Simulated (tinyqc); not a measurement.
Against temperature: two-band model of a narrow-gap semiconductor with electrons and holes. Computed by tinyqc, a small Python program. Command: `OMP_NUM_THREADS=1 python tinyqc.py 3008873 3008874 out.jsonl bipolar walk`. One thread of a shared host (Intel(R) Xeon(R) Processor @ 2.30GHz), about 0.05 s of CPU time with the checks.

Two parabolic bands with acoustic scattering (r = -1/2, a = 0), a gap that does not change with T, and fully ionised dopants. Melting is ignored, so values above the melting point are formal, and kappa_L does not change with T. eta_n = (E_F - E_c)/(k_B T), eta_p = -eta_n - E_g/(k_B T).

Inputs (values chosen for the exercise, modelled on InAs):
```
quantity                                value        unit
electron mass m_n                       0.023         m_0
hole mass m_p                             0.4         m_0
electron mobility parameter mu_300,n    27000  cm^2/(V s)
hole mobility parameter mu_300,p          420  cm^2/(V s)
temperature exponent p                    1.5           -
band gap E_g                             0.35          eV
net doping N                          4.6e+17      1/cm^3
lattice thermal conductivity kappa_L       22     W/(m K)
```

Doping: p-type.

Constants: k_B = 8.617333262e-05 eV/K; m_0 = 9.1093837015e-31 kg; k_B = 1.380649e-23 J/K; hbar = 1.054571817e-34 J s; e = 1.602176634e-19 C.

Method:
- With x = E/(k_B T), a = alpha k_B T (0 for a parabolic band), G = x (1 + a x), D = 1 + 2 a x and <y> = int y f (1 - f) dx, f = 1/(1 + exp(x - eta)): tau = tau_0 G^r/D; transport function s = G^(3/2 + r)/D^2; n = N_0 <G^(3/2)> with N_0 = (2 m k_B T)^(3/2)/(3 pi^2 hbar^3).
- Integrals over x = E/(k_B T) use 160 Gauss-Legendre points in u = sqrt(x) from 0 to sqrt(max(eta, 0) + 32).
- sigma = e mu_0 N_0 <s> with mu_0 = e tau_0/m = mu_300 (T/300 K)^(-p); |S| = (k_B/e)(<x s>/<s> - eta); Lorenz number L = (k_B/e)^2 (<x^2 s>/<s> - (<x s>/<s>)^2); kappa_e = L sigma T; zT = S^2 sigma T/(kappa_L + kappa_e).
- Neutrality: p - n = N, with n = N_0(m_n) <x^(3/2)> at eta_n and p = N_0(m_p) <x^(3/2)> at eta_p.
- Both bands together (these totals replace the one-band zT): sigma = sigma_n + sigma_p; S = (sigma_p |S_p| - sigma_n |S_n|)/sigma; kappa_bip = (sigma_n sigma_p/sigma)(|S_n| + |S_p|)^2 T; kappa_e = (L_n sigma_n + L_p sigma_p) T; zT = S^2 sigma T/(kappa_L + kappa_e + kappa_bip); weak-field R_H = (r_p sigma_p^2/p - r_n sigma_n^2/n)/(e sigma^2), where the Hall factors r_n and r_p are <x^(3/2)> <x^(1/2)>/<s>^2.

The same sample:
```
T (K)  n (1/cm^3)  p (1/cm^3)  sigma (S/cm)  S (microvolt/K)  kappa_bip (W/(m K))        zT  R_H (cm^3/C)
150    2.4441e+05  4.6000e+17         63.98           311.47           2.4359e-10  0.004229    1.5799e+01
200    5.1735e+08  4.6000e+17         41.97           347.78           2.7289e-07  0.004612    1.5862e+01
250    5.9461e+10  4.6000e+17         30.19           376.14           1.9447e-05  0.004852    1.5887e+01
300    1.5531e+12  4.6000e+17         23.05           399.10           3.4769e-04  0.005004    1.5682e+01
350    1.7150e+13  4.6002e+17         18.37           415.92           2.8064e-03  0.005053    1.3361e+01
400    1.0955e+14  4.6011e+17         15.26           417.74           1.3614e-02  0.004836   -1.0248e-03
500    1.6282e+15  4.6163e+17         13.27           270.67           1.0971e-01  0.002197   -1.4458e+02
600    1.0588e+16  4.7059e+17         20.50           -63.41           2.5772e-01  0.000222   -2.3905e+02
750    6.7776e+16  5.2778e+17         61.01          -224.63           3.0275e-01  0.010320   -8.4726e+01
900    2.0818e+17  6.6818e+17        129.03          -207.34           3.1527e-01  0.022190   -3.1066e+01
1050   4.2827e+17  8.8827e+17        200.05          -182.03           3.5030e-01  0.030680   -1.5428e+01
1200   7.1380e+17  1.1738e+18        263.15          -163.46           3.9903e-01  0.036814   -9.2808e+00
```

Among the rows where S keeps the majority sign, zT is largest at 350 K and |S| at 400 K. Among these rows sigma is least at 500 K; at higher T thermal pairs outweigh the falling mobility. R_H changes sign between 350 and 400 K. S changes sign between 500 and 600 K. kappa_bip reaches 0.399 W/(m K) at the last row, 0.0181 times kappa_L.

Extremes, crossings and ranges named in words are read from the listed rows.
